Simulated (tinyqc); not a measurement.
Inside a calculation. Model: microkinetic model of low-temperature epitaxy from hydride gases: adsorption, hydrogen desorption and rate control. Computed by tinyqc, a small Python program that keeps every step. Command: `OMP_NUM_THREADS=1 python tinyqc.py 3024318 3024319 out.jsonl hepi walk`. One thread of a shared host (Intel(R) Xeon(R) Processor @ 2.30GHz), about 0.01 s of CPU time with the checks. Intermediate numbers are printed to about 6 digits and carried at full precision; extremes and crossings named in words are read from the listed rows.

Each hydride molecule needs two free sites and leaves four hydrogen atoms, of which two leave at once as H2; theta is the hydrogen coverage, the site density is 6.78 per nm^2 and one layer is 1.358 angstrom thick.

Inputs (values chosen for the exercise, close to those used for silane on Si(001)):

| quantity | value | unit |
|---|---|---|
| silane pressure p_S | 0.012 | Pa |
| sticking prefactor of silane s0 | 0.073 | - |
| adsorption barrier E_s | 0.32 | eV |
| desorption prefactor nu_d | 3.1e+12 | 1/s |
| desorption energy on silicon E_d | 2.2 | eV |
| hydrogen carrier pressure p_H | 320 | Pa |
| sticking of hydrogen s_H | 5.1e-07 | - |
| temperature T | 740 | C |

Film: silicon. Order of hydrogen desorption: first.

Constants: k_B = 8.617333262e-05 eV/K; u = 1.6605390666e-27 kg; k_B = 1.380649e-23 J/K.

## Rate constants

Flux per site F = p/(sqrt(2 pi M k_B T) x 6.78e18 per m^2), M = 32.12 u (silane), 2.016 u (hydrogen); s = s0 exp(-E_s/(k_B T)); k_S = s F_S = k; k_H = s_H F_H; k_d = nu_d exp(-E_d/(k_B T)). Temperatures in kelvin are T(C) + 273.15.

k = 0.0483055 1/s

k_H = 1.40331 1/s

k_d = 35.2986 1/s

## Coverage and growth rate

With k the hydride and k_H the hydrogen adsorption rate on free pairs and k_d the desorption rate, steady state: 2 (k + k_H)(1 - theta)^2 = k_d theta; growth rate R = k (1 - theta)^2 layers/s; 1 layer/s = 8.148 nm/min. With c = 2 (k + k_H)/k_d the free share is 1 - theta = 2/(1 + sqrt(1 + 4c)).

c = 0.0822474

hydrogen coverage theta = 0.0709851

growth rate R in layers = 0.0416910 layers/s

growth rate G = 0.339698 nm/min

The surface is mostly bare: the arrival of hydride limits growth.

## Degrees of rate control

X_i = d ln R/d ln k_i at fixed other constants. With f = 1 - theta and a = 2/f + 1/theta: d ln f/d ln k_d = 1/(a f), so X_d = 2/(a f), X_k = 1 - X_d k/(k + k_H), X_H = -X_d k_H/(k + k_H); they sum to 1.

X_d (desorption) = 0.132560

X_k (hydride adsorption) = 0.995589

X_H (hydrogen adsorption) = -0.128149

## Two regimes over temperature

Limits: desorption-limited R = k_d k/(2 (k + k_H)), adsorption-limited R = k.

Growth:

| T (C) | theta | G (nm/min) | desorption limit (nm/min) | adsorption limit (nm/min) |
|---|---|---|---|---|
| 400 | 0.994514 | 2.28251e-06 | 2.29510e-06 | 0.075828 |
| 450 | 0.979458 | 4.52062e-05 | 4.61542e-05 | 0.107133 |
| 500 | 0.936148 | 5.88821e-04 | 6.28983e-04 | 0.144421 |
| 550 | 0.833469 | 5.19656e-03 | 6.23486e-03 | 0.187381 |
| 600 | 0.640665 | 3.04168e-02 | 4.74769e-02 | 0.235566 |
| 650 | 0.381131 | 1.10474e-01 | 2.89858e-01 | 0.288443 |
| 700 | 0.164335 | 2.41230e-01 | 1.46792e+00 | 0.345435 |
| 750 | 0.056965 | 3.61017e-01 | 6.33748e+00 | 0.405950 |
| 800 | 0.018942 | 4.51795e-01 | 2.38511e+01 | 0.469410 |
| 850 | 0.006628 | 5.28188e-01 | 7.96950e+01 | 0.535260 |

The apparent activation energy of G is 2.51 eV between the first rows and 0.32 eV between the last; full hydrogen cover gives a value near the desorption energy (plus E_s where k_H far exceeds k), a bare surface one near E_s less k_B T/2 from the flux. The coverage passes one half between 600 and 650 C, the knee of the Arrhenius plot.

Checks made by the program: steady coverage against time integration of d theta/dt (relative difference below 1e-10); degree of control against a finite difference (relative difference 9e-10).
